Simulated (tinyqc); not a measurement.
# Changing the density rho_2

Model: thermal boundary conductance by the acoustic and diffuse mismatch models. Computed by tinyqc, a small Python program. Command: `OMP_NUM_THREADS=1 python tinyqc.py 3019291 3019292 out.jsonl kapitza sweep`. One thread of a shared host (Intel(R) Xeon(R) Processor @ 2.30GHz), about 0.01 s of CPU time with the checks.

Each side has one longitudinal and two transverse Debye branches, omega = v q up to q_D = (6 pi^2 n)^(1/3), with n counting all atoms. Scattering at the interface is elastic. Electrons are left out of G, also for metals. Melting is ignored. G refers to the temperatures of the phonons sent towards the interface. Linear branches over all atoms overstate G at high T, most for crystals with several atoms a cell.

Inputs (values chosen for the exercise, modelled on tungsten (side 1) and sapphire (side 2)): density rho_1 = 19.6 g/cm^3; longitudinal velocity vL_1 = 5190 m/s; transverse velocity vT_1 = 2800 m/s; atom density n_1 = 62.3 1/nm^3; longitudinal velocity vL_2 = 11100 m/s; transverse velocity vT_2 = 6550 m/s; atom density n_2 = 120 1/nm^3; conductivity kappa_2 = 35.4 W/(m K); temperature T = 300 K.

Structure: superlattice.

Constants: hbar = 1.054571817e-34 J s; k_B = 1.380649e-23 J/K.

Method:
- omega_c = v q_D for each branch, given as hbar omega_c/k_B; impedance Z = rho v.
- No mode conversion. t(theta) = 4 Z_1 Z_2 cos(theta_1) cos(theta_2)/N^2, with N = Z_2 cos(theta_1) + Z_1 cos(theta_2) for L (the form for pressure waves) and N = Z_1 cos(theta_1) + Z_2 cos(theta_2) for both T branches (the form for shear waves polarised along the interface); sin(theta_2) = (v_2/v_1) sin(theta_1), and t = 0 beyond the critical angle arcsin(v_1/v_2); the mean over the incoming flux is alpha = 2 int t sin(theta_1) cos(theta_1) d theta_1 (64 Gauss-Legendre points).
- G = (k_B^4 T^3/(8 pi^2 hbar^3)) int W(x) x^4 e^x/(e^x - 1)^2 dx, x = hbar omega/(k_B T). Acoustic mismatch: W = sum over the three branches of alpha(1 to 2)/v_1^2, each up to the lower of its two cut-offs. Diffuse mismatch: W = S_1 S_2/(S_1 + S_2), where S_i sums 1/v^2 over the branches of side i still below their cut-off. Radiation limit: W = min(S_1, S_2). The integral is split at the four cut-offs (64 Gauss-Legendre points a piece, x at most 45).
- Boundary resistance R = 1/G and Kapitza length kappa_2/G use the diffuse value.

One run for each value; columns: (1) density rho_2 (g/cm^3); (2) G, acoustic mismatch (MW/(m^2 K)); (3) G, diffuse mismatch (MW/(m^2 K)); (4) G, radiation limit (MW/(m^2 K)):
```
(1)      (2)     (3)     (4)
0.5    91.70  651.25  992.34
1.3   188.20  651.25  992.34
2.1   251.18  651.25  992.34
3.3   310.17  651.25  992.34
5.3   358.24  651.25  992.34
8.5   378.39  651.25  992.34
14.0  362.33  651.25  992.34
22.0  319.51  651.25  992.34
```

Give the missing row, density rho_2 (g/cm^3) = 0.8.

Computed row; columns: (1) density rho_2 (g/cm^3); (2) G, acoustic mismatch (MW/(m^2 K)); (3) G, diffuse mismatch (MW/(m^2 K)); (4) G, radiation limit (MW/(m^2 K)):
```
(1)     (2)     (3)     (4)
0.8  133.19  651.25  992.34
```

Interpolating between the two neighbouring rows (the first column on a logarithmic scale, the others too where they are positive) misses most in G, acoustic mismatch (MW/(m^2 K)), by 1.9 %. Over the rows, G, acoustic mismatch (MW/(m^2 K)) goes from 91.7 through a maximum among these rows, 378 at 8.50, to 320; G, diffuse mismatch (MW/(m^2 K)) does not change; G, radiation limit (MW/(m^2 K)) does not change. The exponent of G, diffuse mismatch stays at 0: the diffuse model does not use the densities. The longitudinal impedances match at rho_2 = 9.16 and the transverse ones at 8.38 g/cm^3; the acoustic model is largest among these rows at 8.50, while the other two do not use the densities.

Caution (all rows): at this temperature short waves carry the heat; linear branches up to q_D overstate their velocity, and inelastic processes, left out here, grow with T.

Extremes, crossings and ranges named in words are read from the listed rows.
